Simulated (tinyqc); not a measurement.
MOS structure on a p-type body, non-linear Poisson equation by Newton steps: two steps of the calculation.

One dimension, insulator interface at x = 0, acceptor density Na, uniform, net doping C = -(acceptor density). psi is counted from the intrinsic level: n = ni exp((psi - Vb)/Vt), p = ni exp(-psi/Vt); deep in the body psi_b = -Vt ln(Na/ni). The gate acts through Cox = eps0 eox/tox and has the potential psi_G = Vg - (phiM - chi - Vt ln(Nc/ni)). Boltzmann statistics, full ionisation, classical densities, no oxide or interface charge. Acceptors in real wide-gap material are deep and only partly ionised in the neutral body.

Values chosen for this exercise; band and dielectric values close to those of 4H silicon carbide: temperature T = 350 K; band gap Eg = 3.29 eV; conduction-band density of states at T Nc = 2.17e19 cm^-3; valence-band density of states at T Nv = 3.19e19 cm^-3; electron affinity chi = 3.66 eV; relative permittivity of the gate insulator (close to silicon nitride) eox = 7.71; insulator thickness tox = 7.9 nm; gate work function phiM = 3.81 eV; electron quasi-Fermi potential against the body Vb = 0 V; gate voltage against the body Vg = -0.38 V.

Constants: q = 1.602176634e-19 C, kB = 1.380649e-23 J/K, Vt = kB T/q, eps0 = 8.8541878128e-14 F/cm where lengths are in cm. Results are converted to the units shown.

Problem 1. Densities, residual and Jacobian diagonal. n_i = ni exp((psi_i - Vb)/Vt), p_i = ni exp(-psi_i/Vt), rho_i = p_i - n_i + C_i, g_i = (n_i + p_i)/Vt. Box widths w_i = (h_(i-1) + h_i)/2 in cm. Residual F_i = a_i (psi_(i+1) - psi_i) - a_(i-1) (psi_i - psi_(i-1)) + q rho_i w_i; Jacobian: a_(i-1) and a_i beside the diagonal, b_i = -a_(i-1) - a_i - q g_i w_i on it. Node 0 is free: w_0 = h_0/2, F_0 = a_0 (psi_1 - psi_0) + Cox (psi_G - psi_0) + q rho_0 w_0, b_0 = -a_0 - Cox - q g_0 w_0, with Cox = eps0 eox/tox, psi_G = Vg - (phiM - chi - Vt ln(Nc/ni)). The last node is fixed.

x, node 0 to 11 (nm): [0, 0.3, 0.948, 2.35, 5.37, 11.9, 26, 56.5, 122, 265, 572, 1240]
coupling a_i, interval 0 to 10 (F/cm^2): [2.8362915e-5, 1.3130979e-5, 6.0690974e-6, 2.8175081e-6, 1.3030436e-6, 6.0346628e-7, 2.7897949e-7, 1.2990648e-7, 5.9502619e-8, 2.7716204e-8, 1.2737836e-8]
psi after iteration 1, node 0 to 11 (V): [1.1046498, 1.1039284, 1.1023705, 1.0990006, 1.0917457, 1.0760782, 1.0423377, 0.9697738, 0.8158850, 0.4891370, -0.1696078, -1.4014954]
net doping C, node 0 to 11 (cm^-3): [-8.2e15, -8.2e15, -8.2e15, -8.2e15, -8.2e15, -8.2e15, -8.2e15, -8.2e15, -8.2e15, -8.2e15, -8.2e15, -8.2e15]
ni = 5.4096322e-5 cm^-3

Find: n; p; residual F; diagonal b.

Solution 1.

n, node 0 to 11 (cm^-3): [4.359e11, 4.256e11, 4.042e11, 3.615e11, 2.842e11, 1.690e11, 5.523e10, 4.981e9, 3.030e7, 597.6, 1.954e-7, 3.569e-25]
p, node 0 to 11 (cm^-3): [6.713e-21, 6.875e-21, 7.240e-21, 8.096e-21, 1.030e-20, 1.731e-20, 5.299e-20, 5.875e-19, 9.659e-17, 4.897e-12, 0.01498, 8.200e15]
residual F, node 0 to 10 (in units of 1e-8 C/cm^2): [-1.656, -0.006, -0.013, -0.028, -0.060, -0.130, -0.281, -0.605, -1.315, -2.838, -6.148]
diagonal b, node 0 to 10 (F/cm^2): [-2.923e-5, -4.149e-5, -1.920e-5, -8.887e-6, -4.121e-6, -1.907e-6, -8.824e-7, -4.089e-7, -1.894e-7, -8.722e-8, -4.045e-8]

Problem 2. Converged densities and sheet charges. n and p as above; box widths w_i (half boxes at both ends); band bending psi_0 - psi_b; N_inv = sum w n; N_dep = -sum w (p + C); centroid sum w n x/N_inv; gate charge Cox (psi_G - psi_0)/q.

x, node 0 to 11 (nm): [0, 0.3, 0.948, 2.35, 5.37, 11.9, 26, 56.5, 122, 265, 572, 1240]
converged psi, node 0 to 11 (V): [1.0241265, 1.0215356, 1.0159440, 1.0038684, 0.9779597, 0.9224200, 0.8047407, 0.5606880, 0.0851186, -0.7229692, -1.3912852, -1.4014954]
net doping C, node 0 to 11 (cm^-3): [-8.2e15, -8.2e15, -8.2e15, -8.2e15, -8.2e15, -8.2e15, -8.2e15, -8.2e15, -8.2e15, -8.2e15, -8.2e15, -8.2e15]
ni = 5.4096322e-5 cm^-3

Find: n; p; band bending; N_inv; N_dep; centroid of the electrons; gate charge over q.

Solution 2.

n, node 0 to 11 (cm^-3): [3.020e10, 2.771e10, 2.302e10, 1.543e10, 6.534e9, 1.036e9, 2.094e7, 6408, 9.095e-4, 2.103e-15, 5.007e-25, 3.569e-25]
p, node 0 to 11 (cm^-3): [9.692e-20, 1.056e-19, 1.271e-19, 1.897e-19, 4.479e-19, 2.824e-18, 1.398e-16, 4.567e-13, 3.217e-6, 1.391e6, 5.845e15, 8.200e15]
band bending = 2.426 V
N_inv = 1.177e4 cm^-2
N_dep = 4.580e11 cm^-2
centroid of the electrons = 3.511 nm
gate charge over q = 4.588e11 cm^-2

N_inv + N_dep is 0.18 % below the gate charge.

tinyqc, about 0.5 s, one thread, Intel Xeon 2.30GHz (shared host): `OMP_NUM_THREADS=1 python tinyqc.py 2080042 2080043 out.jsonl`
